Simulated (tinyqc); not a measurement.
Global model of a low-pressure process discharge: electron temperature, density, ion flux and ion energy: one step, computed by the program tinyqc. Command: `OMP_NUM_THREADS=1 python tinyqc.py 3110168 3110169 out.jsonl plasma walk`. One thread of a shared host (Intel(R) Xeon(R) Processor @ 2.30GHz), about 0.01 s of CPU time with the checks.

Maxwellian electrons with temperature T_e in eV, one positive ion, no negative ions, uniform bulk density n; rate constants have the Arrhenius form.

Problem. Geometry factors. n_g = p/(k_B T_g); lambda_i = 1/(n_g sigma); h_L = 0.86/sqrt(3 + L/(2 lambda_i)), h_R = 0.8/sqrt(4 + R/lambda_i); A_eff = 2 pi R^2 h_L + 2 pi R L h_R; d_eff = pi R^2 L/A_eff.

Inputs (values chosen for the exercise, of the order of those of an inductive discharge in a simple atomic gas): ion-neutral cross section = 1.1e-18 m^2; pressure p = 2.2 Pa; gas temperature T_g = 500 K; radius R = 18 cm; height L = 16 cm.

Constants: k_B = 1.380649e-23 J/K.

Give: gas density n_g; ion mean free path; h_L; h_R; A_eff; d_eff.

Solution.

gas density n_g = 3.187e+20 1/m^3

ion mean free path = 0.2853 cm

h_L = 0.1543

h_R = 0.09766

A_eff = 490.9 cm^2

d_eff = 33.17 cm

Caution: at so short an ion path the formulas for h_L and h_R give way to the ambipolar-diffusion limit.
